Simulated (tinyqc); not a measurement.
# Floating body of a partially depleted SOI transistor: body voltage and kink, step by step

Numbers from tinyqc (`OMP_NUM_THREADS=1 python tinyqc.py 2182118 2182119 out.jsonl`; about 0.2 s on one thread of a shared Intel Xeon 2.30GHz). Printed values are rounded.

Source at 0 V. Channel current Ic = 2 nf K Vt^2 [F(0) - F(Vd)](1 + la Vd), F(V) = ln^2(1 + exp((Vg - VT - nf V)/(2 nf Vt))), VT = VT0 - gb Vb. Saturation voltage Vs = 2 Vt sqrt(F(0)) + 3 Vt, excess Ve = (Vd - Vs + sqrt((Vd - Vs)^2 + 0.0004 V^2))/2, multiplication M1 = Ai Ve exp(-Bl/Ve). Each junction passes D(v) = J1 (exp(v/Vt) - 1) + J2 (exp(v/(2 Vt)) - 1). Bipolar current Ib = bb J1 (exp(Vb/Vt) - 1). The body settles where M1 (Ic + Ib) = D(Vb) + D(Vb - Vd) + Vb/Rb; drain current Id = (1 + M1)(Ic + Ib) - D(Vb - Vd).

Values chosen for this exercise; values of the order met in partially depleted silicon-on-insulator transistors:
- T = 300 K (temperature)
- VT0 = 0.48 V (threshold at zero body voltage)
- gb = 0.26 (fall of the threshold per volt of body voltage)
- nf = 1.25 (slope factor)
- K = 410 uA/(V^2 um) (gain factor per width)
- la = 0.07 1/V (channel-length modulation factor)
- Ai = 3.42 1/V (impact-ionisation prefactor)
- Bl = 5.7 V (impact-ionisation voltage)
- J1 = 1.7e-13 uA/um (diffusion saturation current of each junction)
- J2 = 1.1e-8 uA/um (recombination saturation current of each junction)
- bb = 1 (gain of the lateral bipolar transistor on the diffusion current)
- Rb = 30000 kohm um (resistance of a weak body tie to the source (1e9 stands for no tie, and the term is then dropped))
- Vg = 0.46 V (gate voltage)
- Vd = 1.7 V (drain voltage)

Constants: q = 1.602176634e-19 C, kB = 1.380649e-23 J/K, Vt = kB T/q. Results are converted to the units shown.

Range of the model: The multiplication law is an empirical form chosen for the exercise; self-heating and capacitive coupling to the body are left out, and the linear laws are rough once Vb passes about 0.7 V or M1 about 0.1.

## Starting value

Vb = 0.67 V.

Vb at the start = 0.67 V

## Iteration 1: new Vb

Current into the body I_in = M1 (Ic + Ib) - D(Vb - Vd), current out I_out = D(Vb) + Vb/Rb; f = ln(I_in/I_out), s = df/dVb by central differences over 1e-5 V, Vb(new) = Vb - f/s.

Ic = 4.69147 uA/um
Ve = 1.49460 V
M1 = 0.112790
I_in = 0.532603 uA/um
I_out = 0.0576178 uA/um
f = 2.22394
s = -20.1035 1/V
Vb after iteration 1 = 0.780625 V

## Iteration 2: new Vb

As before.

Ic = 6.39439 uA/um
Ve = 1.47318 V
M1 = 0.105176
I_in = 0.904964 uA/um
I_out = 2.27555 uA/um
f = -0.922081
s = -26.6763 1/V
Vb after iteration 2 = 0.746059 V

## Course of the iteration

Stop when the step is below 1e-10 V, or after 40 iterations.

Course of the iteration:
```
iteration	Vb before the step (V)	step (V)
1	0.67	0.111
2	0.780625	-0.0346
3	0.746059	3.11e-3
4	0.749164	7.07e-6
5	0.749171	4.51e-11
```

Converged in 5 iterations.

## Drain current with floating and with grounded body

converged Vb = 0.749171 V

Id and VT at the converged Vb, Id at Vb = 0, their ratio, and the bipolar share Ib/(Ic + Ib).

VT = 0.285215 V
Id, floating = 7.23385 uA/um
Id, grounded = 0.267603 uA/um
ratio = 27.0320
bipolar share = 10.0203 %

The body rises to 0.749 V and lowers the threshold by 195 mV.
